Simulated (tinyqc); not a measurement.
Scattering of inversion-layer electrons by surface optical phonons of the gate insulator (remote phonon scattering): one step, computed by the program tinyqc. Command: `OMP_NUM_THREADS=1 python tinyqc.py 3110593 3110594 out.jsonl sophonon walk`. One thread of a shared host (Intel(R) Xeon(R) Processor @ 2.30GHz), about 0.02 s of CPU time with the checks.

One subband with the Fang-Howard envelope; insulator and channel are half-spaces, the gate is far away, and an interlayer only moves the polar surface away by t (its own modes and its permittivity contrast are left out).

Task: The electron gas. Density of states D = g_v m/(pi hbar^2); eta = E_F/(k_B T) = ln(exp(n/(D k_B T)) - 1); screening wave number q_s = e^2 D/(2 eps_0 eps_avg) x 1/(1 + exp(-eta)), eps_avg = (eps_s + eps_inf)/2; b = 3/z0.

Inputs (values chosen for the exercise, modelled on HfO2 on silicon): optical constant eps_inf = 5.05; constant of the channel eps_s = 11.7; in-plane mass m = 0.19 m_0; valleys g_v = 2; sheet density n = 1e+12 1/cm^2; mean distance of the electrons z0 = 3/b = 2.6 nm; temperature T = 150 K.

Constants: hbar^2/(2 m_0) = 3.80998212 eV angstrom^2; k_B = 8.617333262e-05 eV/K; e^2/(4 pi eps_0) = 14.39964548 eV angstrom.

Give: D; eta; q_s; b.

Result:

D = 1.5874e+14 1/(eV cm^2)

eta = -0.46518

q_s = 0.66152 1/nm

b = 1.1538 1/nm
